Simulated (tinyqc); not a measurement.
Inside a calculation. Model: Cabrera-Mott growth of a thin oxide under its own electric field. Computed by tinyqc, a small Python program that keeps every step. Command: `OMP_NUM_THREADS=1 python tinyqc.py 3006661 3006662 out.jsonl cabrera walk`. One thread of a shared host (Intel(R) Xeon(R) Processor @ 2.30GHz), about 0.01 s of CPU time with the checks. Intermediate numbers are printed to about 6 digits and carried at full precision; extremes and crossings named in words are read from the listed rows.

Electrons cross the film freely and set a fixed potential V across it; the field V/x lowers the barrier for ions entering the oxide.

Inputs (values chosen for the exercise, for a model metal):

| quantity | value | unit |
|---|---|---|
| barrier W | 1.11 | eV |
| Mott potential V | 1.7 | V |
| ion charge number z | 2 | - |
| half jump distance b | 1.6 | angstrom |
| prefactor u0 = N Omega nu | 2.1e+12 | angstrom/s |
| temperature T | 250 | K |
| starting thickness x0 | 6.9 | angstrom |
| time t | 23 | s |

Backward hops: kept.

Constants: k_B = 8.617333262e-05 eV/K.

## Scales

u = u0 exp(-W/(k_B T)), X1 = z b V/(k_B T) with V in volts and k_B T in eV; dx/dt = 2 u sinh(X1/x).

u = 8.82275e-11 angstrom/s

X1 = 252.514 angstrom

## Field and rate at the start

Field E = V/x; the barrier is lowered by z b V/x.

field = 24.6377 MV/cm

barrier lowering = 0.788406 eV

rate = 690503 angstrom/s

## Thickness after time t

t(x) = int_(x0)^x dx / (dx/dt) by Gauss-Legendre quadrature (80 points on each side of (x0 + 2 x)/3), solved for x.

thickness x = 12.9418 angstrom

rate at time t = 0.0262625 angstrom/s

field at time t = 13.1357 MV/cm

X1/x = 19.5: the field term still rules. Caution: the starting field or rate is formal: the first layers form as fast as oxygen arrives.

## Limiting thickness

Growth counts as stopped when u exp(X1/x) falls to 1e-5 angstrom/s: x_L = X1/ln(1e-5/u), defined while u is below that rate; the critical temperature is T_c = W/(k_B ln(u0/1e-5)).

limiting thickness x_L = 21.6971 angstrom

critical temperature T_c = 322.947 K

T is below T_c, so the rate is below that level in any film thicker than x_L; growth goes on there, ever more slowly.

## Growth over eight decades

Closed form for thin films (leading term of the integral): x solves (x^2/(u X1)) exp(-X1/x) = t.

Thickness:

| t (s) | x (angstrom) | 1/x (1/angstrom) | closed form (angstrom) |
|---|---|---|---|
| 1.00e+00 | 11.2813 | 0.0886424 | 11.2433 |
| 1.00e+01 | 12.4568 | 0.0802775 | 12.4064 |
| 1.00e+02 | 13.8918 | 0.0719849 | 13.8234 |
| 1.00e+03 | 15.6792 | 0.0637789 | 15.5832 |
| 1.00e+04 | 17.9602 | 0.0556786 | 17.8204 |
| 1.00e+05 | 20.9600 | 0.0477100 | 20.7464 |
| 1.00e+06 | 25.0571 | 0.0399089 | 24.7112 |
| 1.00e+07 | 30.9338 | 0.0323270 | 30.3293 |
| 1.00e+08 | 39.9333 | 0.0250417 | 38.7649 |

Per decade of time the film gains 1.2 angstrom at first and 9.0 at the end. The inverse-logarithmic law predicts -X1 d(1/x)/d ln t near 1; the rows give 0.92 at first and 0.80 at the end. The closed form misses by at most 2.9 %.

Checks made by the program: quadrature against adaptive integration (relative difference 8e-10).
